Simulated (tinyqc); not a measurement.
# Short-channel transistor, virtual-source model with series resistance, step by step

Program tinyqc, `OMP_NUM_THREADS=1 python tinyqc.py 2380138 2380139 out.jsonl`; Intel Xeon 2.30GHz, shared host, one thread, about 0.02 s. Printed values are rounded.

The current per gate width is the charge at the top of the source barrier (the virtual source) times its velocity times a saturation function; al and be are fitting constants of the model. Units: I in uA/um, Rs in ohm um, so I Rs = 1e-6 I Rs in volts; Q in uC/cm^2, so I = 1e-4 Q vx0 Fsat with vx0 in cm/s.

Values chosen for this exercise: temperature T = 325 K; inversion capacitance Cinv = 3.96 uF/cm^2; velocity at the virtual source vx0 = 1.57e7 cm/s; apparent mobility mu = 81 cm^2/(V s); channel length L = 12 nm; threshold at zero drain voltage VT0 = 0.48 V; drain-induced barrier lowering dl = 0.182 V/V; subthreshold factor n0 = 1.06; growth of n with drain voltage nd = 0.1 1/V; threshold shift (in units of Vt) from weak to strong inversion al = 3.5; sharpness of saturation be = 1.4; series resistance of each contact Rs = 90 ohm um; gate voltage Vgs = 0.7 V; drain voltage Vds = 0.7 V.

Constants: q = 1.602176634e-19 C, kB = 1.380649e-23 J/K, Vt = kB T/q. Results are converted to the units shown.

## Iteration 1: current through the series resistance

I at the start = 0 uA/um

Intrinsic voltages Vg' = Vgs - I Rs, Vd' = Vds - 2 I Rs. n = n0 + nd Vd', VT = VT0 - dl Vd', Ff = 1/(1 + exp((Vg' - VT + al Vt/2)/(al Vt))), Q = Cinv n Vt ln(1 + exp((Vg' - VT + al Vt Ff)/(n Vt))), Vdsat = (vx0 L/mu)(1 - Ff) + Vt Ff, Fsat = u/(1 + u^be)^(1/be) with u = Vd'/Vdsat, and I(out) = Q vx0 Fsat per width. (Fsat takes the sign of u.) I(new) = I + 0.5 (I(out) - I).

Vg' = 0.7 V
Vd' = 0.7 V
VT = 0.3526 V
Ff = 0.0172237
Q = 1.38239 uC/cm^2
Vdsat = 0.229069 V
Fsat = 0.873055
I(out) = 1894.84 uA/um
I after iteration 1 = 947.419 uA/um

## Iteration 2: current through the series resistance

As before.

Vg' = 0.614732 V
Vd' = 0.529465 V
VT = 0.383637 V
Ff = 0.0542910
Q = 0.936272 uC/cm^2
Vdsat = 0.221485 V
Fsat = 0.831305
I(out) = 1221.97 uA/um
I after iteration 2 = 1084.70 uA/um

## Course of the iteration: current through the series resistance

Stop when I changes by less than 1e-7 uA/um, or after 80 iterations.

Course of the iteration:
```
iteration	I (uA/um)	|change| (uA/um)
1	947.419	947
2	1084.70	137
3	1107.08	22.4
4	1110.82	3.73
5	1111.44	0.624
6	1111.54	0.104
7	1111.56	0.0175
8	1111.56	2.93e-3
9	1111.57	4.90e-4
10	1111.57	8.20e-5
11	1111.57	1.37e-5
12	1111.57	2.30e-6
13	1111.57	3.85e-7
14	1111.57	6.44e-8
```

Converged in 14 iterations. At the end each change is about 0.17 times the one before: linear convergence.

## What the series resistance costs

converged I = 1111.57 uA/um
I0 = 1894.84 uA/um

Intrinsic voltages Vg' = Vgs - I Rs, Vd' = Vds - 2 I Rs. n = n0 + nd Vd', VT = VT0 - dl Vd', Ff = 1/(1 + exp((Vg' - VT + al Vt/2)/(al Vt))), Q = Cinv n Vt ln(1 + exp((Vg' - VT + al Vt Ff)/(n Vt))), Vdsat = (vx0 L/mu)(1 - Ff) + Vt Ff, Fsat = u/(1 + u^be)^(1/be) with u = Vd'/Vdsat, and I = Q vx0 Fsat per width. I0 is the current for Rs = 0. Effective velocity I/Q; transit time L Q/I.

loss against I0 = 41.3372 %
effective velocity = 1.29099e7 cm/s
transit time = 0.0929521 ps

The carriers leave the virtual source at 82.2 % of vx0.
